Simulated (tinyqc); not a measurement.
Inside a calculation: BHZ model on a square lattice (one spin block). Values are carried at full precision from step to step, so a last printed digit may differ when a step is redone from the rounded ones.

h(k) = e0 + d.s with s the Pauli matrices in the basis (E, H), k in units of 1/a: dx = (A/a) sin kx, dy = (A/a) sin ky, dz = M - (2B/a^2)(2 - cos kx - cos ky), e0 = -(2D/a^2)(2 - cos kx - cos ky). The other spin block is h*(-k). For small k this is the continuum model with dz = M - B k^2.

Values chosen for the exercise (of the size used for InAs / GaSb double wells; shifted at random, so the results belong to these values and not to a real crystal):
- A = 0.66 eV angstrom
- B = -75.8 eV angstrom^2
- D = -22.3 eV angstrom^2
- M = -0.0237 eV (mass term)
- a = 40 angstrom (grid spacing)
- k = (-0.17, 0.14) 1/a (wave vector)
- nk = 32 (points along kx)

## One k point

Form e0, d and E = e0 -/+ |d|.

e0 = 0.675 meV

dx, dy, dz (meV): -2.792  2.302  -21.407

levels (meV): -21.036  22.385

## Signs of dz at the four invariant points

dz = M, M - 4B/a^2 (twice), M - 8B/a^2 at (0,0), (pi,0), (0,pi), (pi,pi). The product of the signs is (-1)^nu. C = (s00 - s0p - sp0 + spp)/2 is the Chern number of the lower band of this block, in the sense Omega = curl of i<u|grad u>.

dz (meV): (0,0) -23.70, (pi,0) 165.80, (0,pi) 165.80, (pi,pi) 355.30

nu (Z2 index) = 1
C = -1

M/B > 0: the bands are inverted at Gamma alone, a quantum spin Hall insulator.

## Wilson loop

For each ky: x = -(1/2 pi) arg of the product of <u_j|u_(j+1)> over nk points kx = 2 pi j/nk of the lower band, folded into (-1/2, 1/2]. x is the centre of the hybrid Wannier function; minus its winding over ky from -pi to pi (followed on 61 points) is C.

Centres:
```
ky        x (a)
-3.142   0.0000
-1.500   0.0029
-0.700   0.0951
-0.350   0.3152
-0.150   0.4215
0.000    0.5000
0.150   -0.4215
0.350   -0.3152
0.700   -0.0951
1.500   -0.0029
3.142    0.0000
```

C from the winding = -1

The centre winds once across the cell, 37 % of the way within |ky| < 0.35; the other spin winds oppositely, so the pair switches partners.

## Edge state of the continuum model

At a hard wall the state is exp(-l1 y) - exp(-l2 y). At kx = 0: E = -D M/B, slope hbar v = A sqrt(1 - D^2/B^2), l = F -/+ sqrt(F^2 - M/B) with F = |A|/(2 sqrt(B^2 - D^2)); complex l means an oscillating tail. Penetration 1/Re(l1).

E at kx = 0 = 6.972 meV
hbar v = 0.6308 eV angstrom

l1, l2 (1/angstrom): 0.00456-0.01709i  0.00456+0.01709i

penetration = 219.5 angstrom

## Checks

- Chern number from the winding against the sign formula: both -1.0.

Program tinyqc; command `OMP_NUM_THREADS=1 python tinyqc.py 1452839 1452840 out.jsonl`; about 0.1 s on one thread of a shared Intel(R) Xeon(R) Processor @ 2.30GHz.
